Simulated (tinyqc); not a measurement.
# From one set of inputs to another, one input at a time

Model: rigid-ion and shell models of the dielectric response of an ionic crystal. Computed by tinyqc, a small Python program. Command: `OMP_NUM_THREADS=1 python tinyqc.py 3010789 3010790 out.jsonl shell ladder`. One thread of a shared host (Intel(R) Xeon(R) Processor @ 2.30GHz), about 0.01 s of CPU time with the checks.

Charges +Z and -Z; 4 nearest neighbours, Madelung constant M = 1.638055, volume per ion pair Omega = 3.079201 d^3. Energy per pair U = -M Z^2 e2/d + 4 A exp(-d/rho), e2 = e^2/(4 pi eps_0). In the shell model the anion is a core of charge Y - Z and a massless shell of charge -Y, joined by the spring k; the repulsion acts on the shell. Each ion feels the Lorentz field E + (4 pi/3) P (Gaussian units).

The inputs printed are set A. Inputs not listed in the table keep their values of set A, so the rows need not describe a real material.

Inputs (values chosen for the exercise, for a model crystal):
```
quantity                       value           unit
nearest-neighbour distance d    2.51       angstrom
ionic charge Z                     1              e
hardness d/rho                  10.2              -
cation mass                     10.1              u
anion mass                     32.06              u
shell charge size Y             1.86              e
core-shell spring k             21.6  eV/angstrom^2
cation polarisability alpha_+   0.12     angstrom^3
film thickness t                  14             nm
```

Structure: zinc blende.

Constants: e^2/(4 pi eps_0) = 14.39964548 eV angstrom; 1 eV/angstrom^3 = 160.2176634 GPa; nu for 1 eV/(angstrom^2 u) = 15.6333042 THz; 1 THz = 33.35640952 1/cm; eps_0 = 8.8541878128e-12 F/m; h x 1 THz = 4.135667696 meV.

Method:
- Zero pressure fixes 4 A exp(-d/rho) = M Z^2 e2 rho/d^2. Then U = -(M Z^2 e2/d)(1 - rho/d), B = M Z^2 e2 (d/rho - 2)/(9 Omega d), and the spring of one sublattice against the other is R = (1/3) x (Laplacian of the repulsion summed over neighbours) = M Z^2 e2 (d/rho - 2)/(3 d^3), so R = 3 B Omega/d^2.
- Eliminating the shell gives the anion polarisability alpha_- = Y^2 e2/(k + R), the Szigeti charge Z_S = Z - Y R/(k + R) and the softened spring R' = k R/(k + R). With b = 4 pi (alpha_+ + alpha_-)/(3 Omega): eps_inf = (1 + 2b)/(1 - b) (Clausius-Mossotti); Born charge Z* = Z_S (eps_inf + 2)/3.
- mu lambda_TO = R' - (4 pi e2/(3 Omega)) Z_S^2/(1 - b); mu lambda_LO = mu lambda_TO + 4 pi e2 Z*^2/(eps_inf Omega); eps_s = eps_inf lambda_LO/lambda_TO.
- lambda in eV/(angstrom^2 u) gives the wavenumber 15.6333042 x 33.35640952 x sqrt(lambda); mu is the reduced mass.
- Capacitance per area eps_0 eps_s/t; equivalent oxide thickness EOT = t x 3.9/eps_s; the surface optical mode against silicon (eps = 11.7) lies at omega_TO sqrt[(eps_s + 11.7)/(eps_inf + 11.7)], and its squared coupling to channel electrons scales as g = hbar omega_SO [1/(11.7 + eps_inf) - 1/(11.7 + eps_s)], with hbar omega = h c x wavenumber.

Each row keeps all changes above it:
```
input moved                                 from    to   eps_s  eps_inf  remote-phonon coupling g (meV)
set A                                          -     -  2.6625   1.6462                         0.21014
cation polarisability alpha_+ (angstrom^3)  0.12  0.35  2.8104   1.7360                         0.21805
ionic charge Z (e)                             1     2  2.5117   1.5012                         0.35010
film thickness t (nm)                         14   1.8  2.5117   1.5012                         0.35010
hardness d/rho                              10.2  8.47  3.1396   1.5480                         0.47165
shell charge size Y (e)                     1.86  2.98  3.6631   2.6102                         0.29663
cation mass (u)                             10.1   141  3.6631   2.6102                         0.16085
core-shell spring k (eV/angstrom^2)         21.6   242  3.1733   1.2372                         0.37737
```

Where does the difference come from?

eps_s goes from 2.66 to 3.17, a factor 1.19 in all. The largest single move comes from hardness d/rho (a factor 1.25), and core-shell spring k works against it (a factor 0.866). eps_inf goes from 1.65 to 1.24, a factor 0.752 in all. The largest single move comes from core-shell spring k (a factor 0.474), and shell charge size Y works against it (a factor 1.69). Remote-phonon coupling g goes from 0.210 to 0.377, a factor 1.80 in all. The largest single move comes from core-shell spring k (a factor 2.35), and cation mass works against it (a factor 0.542). The single moves hold for this order of the switches; the total does not depend on the order.

Extremes, crossings and ranges named in words are read from the listed rows.
